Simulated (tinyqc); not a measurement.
# A tight-binding chain with uneven site energies, recursive Green functions: effects of single changes

The device has N = 7 slices of 1 site(s), nearest-neighbour hopping -t, and site energies U; the leads are semi-infinite continuations with site energy 0. V = <i+1|H|i> = -t 1.

Values chosen for this exercise:
- t = 1 eV (hopping (matrix element -t))
- U = [0.03, 0.39, 0.26, 0.94, 0.6, -0.43, -0.24] eV (site energies, slice by slice)
- E = 1.22 eV (energy)

Each table varies one quantity; the others keep the values above.

## The device repeated

Sigma = t^2 g(E), g(x) = (x - i sqrt(4 t^2 - x^2))/(2 t^2) for |x| < 2 t and (x - sign(x) sqrt(x^2 - 4 t^2))/(2 t^2) otherwise; Gamma = i (Sigma - Sigma^dagger); both leads give the same. Forward pass: g_1 = (E - H_1 - Sigma)^(-1), g_i = (E - H_i - V g_(i-1) V^dagger)^(-1), with Sigma also subtracted on the last slice; G_(i,1) = g_i V G_(i-1,1), starting from g_1. H_i is the block of slice i, its site energy. T(E) = Tr[Gamma G_(N,1) Gamma G_(N,1)^dagger]. The list U is repeated k times, so the device has k N slices.

The device repeated:
```
k      T(E)    ln T(E)
1   0.69358   -0.36589
2   0.47915   -0.73574
3   0.51484   -0.66389
4   0.81269   -0.20741
5   0.95476  -0.046299
6   0.59704   -0.51577
8   0.57577   -0.55205
10  0.84622   -0.16697
12  0.47341   -0.74779
```

T(E) moves between 0.473 and 0.955 and does not die away: at least one band of the periodic structure that the repeats form is open at this energy.

## Transmission against energy

Same model as above.

Result of one run:
```
E (eV)  open modes    T(E)  T(E) per open mode
-0.95            1  0.6911              0.6911
```

What becomes of these results when the energy E is changed from -0.95 to -0.32 eV, all else the same?

Result of the changed run:
```
E (eV)  open modes    T(E)  T(E) per open mode
-0.32            1  0.7752              0.7752
```

The whole series:
```
E (eV)  open modes     T(E)  T(E) per open mode
-1.9             1  0.02399             0.02399
-1.58            1   0.1105              0.1105
-1.27            1   0.3926              0.3926
-0.95            1   0.6911              0.6911
-0.63            1   0.7489              0.7489
-0.32            1   0.7752              0.7752
0                1   0.8280              0.8280
0.32             1   0.9203              0.9203
0.63             1   0.9987              0.9987
0.95             1   0.9000              0.9000
1.27             1   0.6575              0.6575
1.58             1   0.5051              0.5051
1.9              1   0.3413              0.3413
```

T(E) lies between 0.0240 (E = -1.9 eV) and 0.999 (E = 0.63 eV) in these rows. The leads offer 1 open mode(s), of which the mean share 0.61 is transmitted.

Program tinyqc, `OMP_NUM_THREADS=1 python tinyqc.py 2660023 2660024 out.jsonl`; Intel Xeon 2.30GHz, shared host, one thread, about 0.01 s.
